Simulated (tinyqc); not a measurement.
Inside a calculation. Method: one-electron ion in a basis of Gaussians. One step of it, computed by the program tinyqc.

Question. Matrices over normalised Gaussians. With p = a_i + a_j and I(k) = Gamma((k+1)/2) / (2 p^((k+1)/2)): S = I(2l+2), T = (2l+3) a_i a_j S / p, V = -Z I(2l+1), each divided by sqrt(S_ii S_jj).

exponents of r^l exp(-a r^2) (1/bohr^2): [0.088970, 0.351700, 1.390000, 5.496000, 21.730000, 85.890000]

Z = 3

l = 1

Give: S; T; V.

Answer.

S:
$$\begin{pmatrix}
1.0000 & 0.5775 & 0.1560 & 0.0314 & 0.0058 & 0.0010 \\
0.5775 & 1.0000 & 0.5776 & 0.1559 & 0.0314 & 0.0058 \\
0.1560 & 0.5776 & 1.0000 & 0.5774 & 0.1558 & 0.0314 \\
0.0314 & 0.1559 & 0.5774 & 1.0000 & 0.5774 & 0.1559 \\
0.0058 & 0.0314 & 0.1558 & 0.5774 & 1.0000 & 0.5776 \\
0.0010 & 0.0058 & 0.0314 & 0.1559 & 0.5776 & 1.0000
\end{pmatrix}$$

T (hartree):
$$\begin{pmatrix}
0.2224 & 0.2050 & 0.0652 & 0.0137 & 0.0026 & 0.0005 \\
0.2050 & 0.8792 & 0.8106 & 0.2577 & 0.0543 & 0.0102 \\
0.0652 & 0.8106 & 3.4750 & 3.2029 & 1.0180 & 0.2145 \\
0.0137 & 0.2577 & 3.2029 & 13.7400 & 12.6646 & 4.0266 \\
0.0026 & 0.0543 & 1.0180 & 12.6646 & 54.3250 & 50.0812 \\
0.0005 & 0.0102 & 0.2145 & 4.0266 & 50.0812 & 214.7250
\end{pmatrix}$$

V (hartree):
$$\begin{pmatrix}
-0.9520 & -0.8652 & -0.4280 & -0.1674 & -0.0611 & -0.0219 \\
-0.8652 & -1.8927 & -1.7203 & -0.8509 & -0.3327 & -0.1216 \\
-0.4280 & -1.7203 & -3.7628 & -3.4194 & -1.6911 & -0.6613 \\
-0.1674 & -0.8509 & -3.4194 & -7.4821 & -6.7995 & -3.3635 \\
-0.0611 & -0.3327 & -1.6911 & -6.7995 & -14.8775 & -13.5216 \\
-0.0219 & -0.1216 & -0.6613 & -3.3635 & -13.5216 & -29.5782
\end{pmatrix}$$
